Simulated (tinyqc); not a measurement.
Scaling with the misfit: strain-driven roughening and islands of a mismatched epitaxial film. Computed by tinyqc, a small Python program. Command: `OMP_NUM_THREADS=1 python tinyqc.py 3012591 3012592 out.jsonl island walk`. One thread of a shared host (Intel(R) Xeon(R) Processor @ 2.30GHz), about 0.01 s of CPU time with the checks.

Film and substrate share isotropic elastic constants; the film is coherent and biaxially strained.

Inputs (values chosen for the exercise, modelled on InAs on InP):
```
quantity                                      value       unit
misfit |f|                                   0.0309          -
shear modulus G                                28.5        GPa
Poisson ratio nu                               0.29          -
surface energy gamma                          0.694      J/m^2
contact angle of the shallow shape theta_1     8.95    degrees
contact angle of the steep shape theta_2       24.3    degrees
facet energy of shape 1 over gamma           0.9959          -
facet energy of shape 2 over gamma           0.9851          -
surface mobility D_s nu_s Omega^2/(k_B T)   3.8e-32  m^6/(J s)
```

Transport: surface diffusion.

Constants: e = 1.602176634e-19 C.

Method:
- M = 2 G (1 + nu)/(1 - nu); stress = M f; energy density w = M f^2.
- A ripple A cos(k x) has the surface chemical potential per volume [gamma k^2 - 2 (1 + nu) w k] A cos(k x), so k_c = 2 (1 + nu) w/gamma. With surface diffusion the amplitude grows at the rate q = B k^2 [2 (1 + nu) w k - gamma k^2], fastest at k_m = (3/4) k_c. B is the surface mobility.
- Shallow faceted island (Tersoff form): E = 4 Gam V^(2/3) tan^(1/3)(theta) - 6 c V tan(theta), Gam = gamma [x/sin(theta) - 1/tan(theta)], x the facet energy over gamma, c = stress^2 (1 - nu)/(2 pi G).
- The barrier is the maximum of E, at V_c = [4 Gam/(9 c)]^3 / tan^2(theta) (1 GPa nm = 1 J/m^2).
- V_c = [4 Gam/(9 c)]^3/tan^2(theta), barrier = (4/3) Gam V_c^(2/3) tan^(1/3)(theta); the growth time is 1/q at k_m.

fastest wavelength = 22.7895 nm

growth time 1/q at k_m = 0.0196879 s

critical volume, shape 1 = 2.47200 nm^3

barrier, shape 1 = 0.295989 eV

Misfit scaled at fixed constants:
```
|f| (%)  fastest wavelength (nm)  growth time (s)  V_c of shape 1 (nm^3)  barrier of shape 1 (eV)
0.7725                    364.63       1.2903e+03             1.0125e+04               7.5773e+01
1.0815                    186.04       8.7429e+01             1.3447e+03               1.9724e+01
1.5450                     91.16       5.0401e+00             1.5821e+02               4.7358e+00
2.1630                     46.51       3.4152e-01             2.1012e+01               1.2328e+00
3.0900                     22.79       1.9688e-02             2.4720e+00               2.9599e-01
4.3260                     11.63       1.3341e-03             3.2831e-01               7.7048e-02
```

What follows from these numbers?

Halving the misfit stretches the wavelength 4 times, the barrier 16 times, the volume 64 times and the time 256 times: f^(-2), f^(-4), f^(-6), f^(-8). Over these rows the time spans 6.0 decades: strongly mismatched films tend to roughen first, while dilute alloys have time to stay flat. Rows with wavelengths under 10 nm or volumes under 5 nm^3 are beyond the continuum picture. Caution: a critical island of a few cubic nanometres holds a few hundred atoms at most, and edge energies, left out here, matter.

Extremes, crossings and ranges named in words are read from the listed rows.
